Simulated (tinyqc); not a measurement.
Changing the spin polarisation P1: two coupled magnetic layers: synthetic antiferromagnet, spin flop, exchange bias and magnetoresistance. Computed by tinyqc, a small Python program. Command: `OMP_NUM_THREADS=1 python tinyqc.py 3018107 3018108 out.jsonl saf sweep`. One thread of a shared host (Intel(R) Xeon(R) Processor @ 2.30GHz), about 0.8 s of CPU time with the checks.

Moments lie in the plane at the angles p1, p2 from the field. Energy per area: E = J1 cos(p1 - p2) + J2 cos^2(p1 - p2) - B M_s (t1 cos p1 + t2 cos p2) + K (t1 sin^2 p1 + t2 sin^2 p2).

Inputs (values chosen for the exercise, for a model stack): saturation magnetisation M_s = 1060 kA/m; thickness t1 = 4.5 nm; thickness t2 = 4.5 nm; antiferromagnetic coupling J1 = 0.41 mJ/m^2; biquadratic coupling J2 = 0.0077 mJ/m^2; in-plane anisotropy K = 1.9 kJ/m^3; field over the saturation field = 0.39; spin polarisation P2 = 0.41; resistance-area product, parallel = 2.2 ohm micrometre^2.

Field direction: along the easy axis.

Method:
- The parallel state is stable while the Hessian at p1 = p2 = 0 is positive: with c = J1 + 2 J2 and u = B M_s + 2K, (u t1 - c)(u t2 - c) > c^2, so B_sat M_s = c (1/t1 + 1/t2) - 2K. B_K = 2K/M_s.
- The lowest minimum of E over both angles (from five starts; of two mirror images the one with p1 >= 0, and for equal layers |p1| <= |p2|).
- Julliere: TMR = 2 P1 P2/(1 - P1 P2). Conductance G(theta) = G0 (1 + P1 P2 cos theta), so RA(theta) = RA_P (1 + P1 P2)/(1 + P1 P2 cos theta); theta = p2 for the layer next to the barrier.

One run for each value:
```
spin polarisation P1  TMR (%)  RA, antiparallel (ohm micrometre^2)
0.20                     17.9                                2.593
0.31                     29.1                                2.841
0.41                     40.4                                3.089
0.52                     54.2                                3.392
0.63                     69.7                                3.732
0.74                     87.1                                4.116
0.84                    105.1                                4.511
0.95                    127.6                                5.007
```

Over the rows, TMR (%) rises from 17.9 to 128 (exponent d ln y / d ln x 1.1 between the first rows and 1.6 between the last); RA, antiparallel (ohm micrometre^2) rises from 2.59 to 5.01 (exponent d ln y / d ln x 0.21 between the first rows and 0.85 between the last).

Extremes, crossings and ranges named in words are read from the listed rows.
